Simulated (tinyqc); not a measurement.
Haynes-Shockley experiment: drift, diffusion and decay of a minority-carrier pulse: one step, computed by the program tinyqc. Command: `OMP_NUM_THREADS=1 python tinyqc.py 3114379 3114380 out.jsonl haynes walk`. One thread of a shared host (Intel(R) Xeon(R) Processor @ 2.30GHz), about 0.01 s of CPU time with the checks.

A thin sheet of excess carriers is made at x = 0, t = 0 in a long uniform bar; injection is low, so the pulse moves with the minority mobility.

Task: Two distances. dn(x, t) = N0/sqrt(4 pi D t) exp(-(x - v t)^2/(4 D t) - t/tau). At fixed x the signal peaks where d ln(dn)/dt = 0: a t^2 + t/2 - x^2/(4 D) = 0 with a = v^2/(4 D) + 1/tau. Differences remove part of the bias: mu = (d2 - d)/(F (t_p2 - t_p)). The time-integrated signal is A(x) = (N0/u) exp(x (v - u)/(2 D)), u = sqrt(v^2 + 4 D/tau); the simple lifetime is tau = (t_p2 - t_p)/ln(A(d)/A(d2)).

Inputs (values chosen for the exercise, modelled on holes in n-type silicon in a lightly doped bar):

| quantity | value | unit |
|---|---|---|
| lifetime tau | 34 | microsecond |
| temperature T | 330 | K |
| field F | 39 | V/cm |
| distance d to the collector | 1.2 | cm |
| second distance d2 | 3 | cm |

drift velocity v = 18447 cm/s

D = 13.45080 cm^2/s

time of the peak t_p = 64.86117 microsecond

Give: t_p2; mobility from two distances; area ratio A(d)/A(d2); lifetime from areas.

Result:

t_p2 = 162.2 microsecond

mobility from two distances = 474.1 cm^2/(V s)

area ratio A(d)/A(d2) = 17.58

lifetime from areas = 33.96 microsecond
